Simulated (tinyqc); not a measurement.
Gate-all-around wire, scale length and short-channel effects: two steps of the calculation.

A round wire of diameter ts in an insulator shell of thickness ti under a surrounding gate. Below threshold the potential that source and drain add obeys Laplace's equation and vanishes on the gate. Its lowest mode decays along the channel as exp(-k y); k is the smallest positive root of the matching condition at the interface, and the scale length is Lambda = pi/k.

Inputs (values chosen for the exercise); permittivities: semiconductor close to that of In0.53Ga0.47As, insulator close to that of hafnium oxide:
```
symbol  value  unit                                     meaning
T         350     K                                 temperature
eps_r    14.1        relative permittivity of the semiconductor
ei       21.7            relative permittivity of the insulator
ti        1.8    nm                         insulator thickness
ts          5    nm                               wire diameter
L          15    nm                              channel length
Vbi      1.02     V                     potential of the source
sT       0.75     V   potential of the barrier top at threshold
VTL      0.39     V                      long-channel threshold
m           1                          long-channel body factor
Vds       0.5     V                               drain voltage
```

Constants: q = 1.602176634e-19 C, kB = 1.380649e-23 J/K, Vt = kB T/q. Results are converted to the units shown.

Task 1. Decay constant by Newton steps. f(k) = ei J0(u)[J1(u) Y0(v) - Y1(u) J0(v)] - eps_r J1(u)[J0(u) Y0(v) - Y0(u) J0(v)], u = k ts/2, v = u + k ti; f' by a central difference with +/- 1e-5 1/nm; k(new) = k - f/f'.

k at the start = 0.6125 1/nm

Wanted: f; f'; k after iteration 1.

Result 1.

f = 0.1772
f' = -16.43 nm
k after iteration 1 = 0.6233 1/nm

Task 2. Threshold shift, barrier position and swing. Along the channel psi(y) = s + a exp(y/l) + b exp(-y/l) with psi(0) = Vbi, psi(L) = Vbi + Vds and l = 1/k = Lambda/pi; with A = Vbi - s, B = A + Vds, x = exp(-L/l): a = (B - A x) x/(1 - x^2), b = (A - B x)/(1 - x^2). The minimum is s + 2 sqrt(a b), at y = (l/2) ln(b/a). The long-channel potential follows the gate as s = sT + (Vg - VTL)/m, and the threshold VT is the gate voltage at which the minimum equals sT. Swing = m Vt ln 10/g at threshold, g = d(minimum)/ds = 1 - (b x + a)/((1 + x) sqrt(a b)).

l = 1.6035027 nm

Find: s at threshold; a; b; position of the minimum; VT; swing.

Result 2.

s at threshold = 0.74133 V
a = 6.7410e-5 V
b = 0.27860 V
position of the minimum = 6.6760 nm
VT = 0.38133 V
swing = 70.946 mV/decade

The threshold lies 8.67 mV below the long-channel value, and the barrier top sits at 0.45 L from the source.

Numbers from tinyqc (`OMP_NUM_THREADS=1 python tinyqc.py 2420139 2420140 out.jsonl`; about 0.01 s on one thread of a shared Intel Xeon 2.30GHz).
